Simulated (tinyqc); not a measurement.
# Hexagonal on-chip spiral inductor, lumped pi model: effect of the substrate resistivity

Outer diameter do = di + 2 n wd + 2 (n - 1) sp, mean da = (do + di)/2, fill p = (do - di)/(do + di), length l = 3.464 n da. L = 2.33 mu0 n^2 da/(1 + 3.82 p), mu0 = 4 pi 1e-7 H/m. Rs = rho l/(wd delta (1 - exp(-th/delta))), delta = sqrt(rho/(pi f mu0)). Cs = n wd^2 eps0 eo/hu across the coil. At each end Cox = l wd eps0 eo/(2 ho) leads to the substrate branch Rsi = 2 rs he/(l wd) in parallel with Csi = l wd eps0 11.7/(2 he). With one end grounded Y = 1/(Rs + i w L) + i w Cs + 1/[1/(i w Cox) + 1/(1/Rsi + i w Csi)], w = 2 pi f; Q = -Im Y/Re Y. Eddy currents in neighbouring turns and in the substrate are left out.

Peak Q and its frequency from a search over f; self-resonance where Im Y = 0; Q at the given f (negative beyond resonance).

Inputs (values chosen for the exercise); values of the order met in silicon radio-frequency processes:

| symbol | value | unit | meaning |
|---|---|---|---|
| n | 1.5 |  | number of turns |
| wd | 20 | um | line width |
| sp | 1.5 | um | space between turns |
| di | 60 | um | inner diameter |
| th | 3.4 | um | metal thickness |
| rho | 1.9 | uohm cm | metal resistivity |
| ho | 9.5 | um | oxide below the coil |
| hu | 1.3 | um | oxide between coil and underpass |
| eo | 3.9 |  | relative permittivity of the oxide |
| he | 80 | um | effective spreading depth in the substrate |
| f | 1.5 | GHz | frequency |

Constants: eps0 = 8.8541878128e-12 F/m. Results are converted to the units shown.

The same in every row: L (nH) = 0.2606; do (um) = 121.5.

Effect of the substrate resistivity:

| rs (ohm cm) | peak Q | f of the peak (GHz) | self-resonance (GHz) | Q at f |
|---|---|---|---|---|
| 0.1 | 28.44 | 18.66 | 54.39 | 8.342 |
| 1 | 23.07 | 12.00 | 63.54 | 8.341 |
| 3 | 21.19 | 10.90 | 68.17 | 8.340 |
| 10 | 24.19 | 17.59 | 68.88 | 8.336 |
| 30 | 29.63 | 24.35 | 68.95 | 8.333 |
| 100 | 33.35 | 28.47 | 68.95 | 8.339 |
| 1000 | 35.36 | 30.59 | 68.96 | 8.344 |
| 10000 | 35.59 | 30.83 | 68.96 | 8.344 |

Read the table: what changes, and by how much?

As rs goes from 0.1 to 10000, L stays at 0.261 nH, the peak Q goes from 28.4 through a minimum of 21.2 (at rs = 3 among the rows listed) to 35.6, its frequency goes from 18.7 through a minimum of 10.9 (at rs = 3 among the rows listed) to 30.8 GHz and the self-resonance rises from 54.4 to 69.0 GHz. In this model both a very low and a very high resistivity dissipate little: the first shorts the branch to a pure Cox, the second blocks the current. For rs = 0.1, 1 eddy currents in the substrate, left out, would lower Q markedly.

Numbers from tinyqc (`OMP_NUM_THREADS=1 python tinyqc.py 2302073 2302074 out.jsonl`; about 0.01 s on one thread of a shared Intel Xeon 2.30GHz).
